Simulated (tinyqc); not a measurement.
From time constant tau back to emissivity eps of each face: rapid thermal processing of a wafer: radiative balance, ramp and cooling, pattern effects, pyrometer error and spike budget. Computed by tinyqc, a small Python program. Command: `OMP_NUM_THREADS=1 python tinyqc.py 3112092 3112093 out.jsonl rtp inv`. One thread of a shared host (Intel(R) Xeon(R) Processor @ 2.30GHz), about 0.04 s of CPU time with the checks.

The wafer is opaque and uniform through its thickness unless said otherwise; temperatures in formulas are in kelvin (C + 273.15). sigma = 5.670374419e-12 W/(cm^2 K^4).

Inputs (values chosen for the exercise, modelled on a hot silicon wafer): wafer thickness d = 775 micrometre; heat capacity per volume C = 2.11 J/(cm^3 K); thermal conductivity k = 0.3 W/(cm K); reflectivity of the chamber walls r = 0.36; gas heat-transfer coefficient h, both faces together = 3.3 mW/(cm^2 K); wall temperature T_w = 350 K; process temperature = 1030 C; ramp rate = 120 K/s.

Method. Effective emissivity between parallel grey plates: eps_eff = 1/(1/eps + 1/(1 - r) - 1). Loss per area q(T) = 2 eps_eff sigma (T^4 - T_w^4) + h (T - T_w). Absorbed power during a ramp = q(T) + C d x ramp rate; thermal time constant tau = C d/(dq/dT), dq/dT = 8 eps_eff sigma T^3 + h; natural cooling rate q/(C d); front-to-back difference under one-sided heating at the end of the ramp = (absorbed power) d/(2 k).

Question. A run gave the result below. Find the emissivity eps of each face, known to lie between 0.32 and 0.79.

time constant tau = 3.560832 s

Answer.

Each step takes the trial c = (a f_b - b f_a)/(f_b - f_a), f being the result less the target and a, b, c the logarithms of the listed values; c replaces end b, the old b replaces a if the sign of f changed, and otherwise f_a is halved.

Scan of the range:
```
emissivity eps of each face  time constant tau (s)
0.320                                      5.35725
0.372                                      4.78389
0.432                                      4.28191
0.503                                      3.83328
0.585                                      3.44357
0.680                                      3.10427
0.790                                      2.80934
```

False position (Illinois rule, in the logarithm of the input) inside the bracket:
```
step     end a     end b     trial  time constant tau (s)
1     0.503000  0.585000  0.559011                3.55538
2     0.503000  0.559011  0.556745                3.56560
3     0.559011  0.556745  0.557801                3.56083
4     0.556745  0.557801  0.557800                3.56083
5     0.556745  0.557800  0.557800                3.56083
6     0.557800  0.557800  0.557800                3.56083
```

Time constant tau falls at every point of a 13-point scan of the range (every second point is shown), so one value fits; it is bracketed by 0.503 and 0.585. Answer: emissivity eps of each face = 0.5578.
